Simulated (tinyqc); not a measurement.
Schottky barrier on an n-type semiconductor, non-linear Poisson equation by Newton steps: Capacitance-voltage profiling.

One dimension, metal at x = 0, donor density C(x) = Nd, uniform. Energies are counted from the electron Fermi level of the semiconductor and the conduction-band edge is Ec = -psi, so n = Nc exp(psi/Vt); holes follow the Fermi level of the metal, at -V, so p = Nv exp((V - psi - Eg)/Vt). Ends: psi(0) = V - phiB and psi = Vt ln(Nd/Nc) deep inside. Boltzmann statistics, full ionisation, no current, no image force in the Poisson equation.

The Poisson equation d/dx(eps0 eps_r dpsi/dx) = -q (p - n + C) is solved on a mesh of about 1000 nodes or more that ends in neutral material. C_s = q d/dV of the integral of n over x, from the linearised equation. Probed depth w = eps0 eps_r/C_s; apparent doping N_app = C_s^3/(q eps0 eps_r dC_s/dV), the derivative by central differences over +/- 0.02 V.

Values chosen for this exercise; band and dielectric values close to those of cadmium telluride:
- T = 300 K (temperature)
- Eg = 1.52 eV (band gap)
- eps_r = 10.2 (relative permittivity)
- Nc = 7.97e17 cm^-3 (conduction-band density of states at T)
- Nv = 1.8e19 cm^-3 (valence-band density of states at T)
- Nd = 4.8e16 cm^-3 (donor density deep in the semiconductor)
- phiB = 0.71 eV (barrier height)

Constants: q = 1.602176634e-19 C, kB = 1.380649e-23 J/K, Vt = kB T/q, eps0 = 8.8541878128e-14 F/cm where lengths are in cm. Results are converted to the units shown.

The same in every row: true C(w) (cm^-3) = 4.800e16.

Capacitance-voltage profiling:

| V (V) | C_s (nF/cm^2) | w (nm) | N_app (cm^-3) | \|E_0\| (kV/cm) |
|---|---|---|---|---|
| 0 | 75.36 | 119.8 | 4.797e16 | 102.1 |
| -1.14 | 44.53 | 202.8 | 4.800e16 | 172.7 |
| -2.29 | 34.60 | 261.1 | 4.800e16 | 222.3 |
| -3.43 | 29.31 | 308.1 | 4.800e16 | 262.4 |
| -4.57 | 25.89 | 348.9 | 4.800e16 | 297.1 |
| -5.71 | 23.44 | 385.3 | 4.800e16 | 328.1 |
| -6.86 | 21.56 | 418.9 | 4.800e16 | 356.7 |
| -8 | 20.08 | 449.7 | 4.800e16 | 383.0 |

C_s falls from 75.4 to 20.1 nF/cm^2 while the probed depth goes from 120 to 450 nm. The apparent doping stays near 4.80e16 cm^-3. It departs most from the true doping at that depth for V = 0 V, where it is 0.067 % below it; so the doping is read well over the depths probed, the small gap being the error of the finite difference in V.

Program tinyqc, `OMP_NUM_THREADS=1 python tinyqc.py 2020135 2020136 out.jsonl`; Intel Xeon 2.30GHz, shared host, one thread, about 0.07 s.
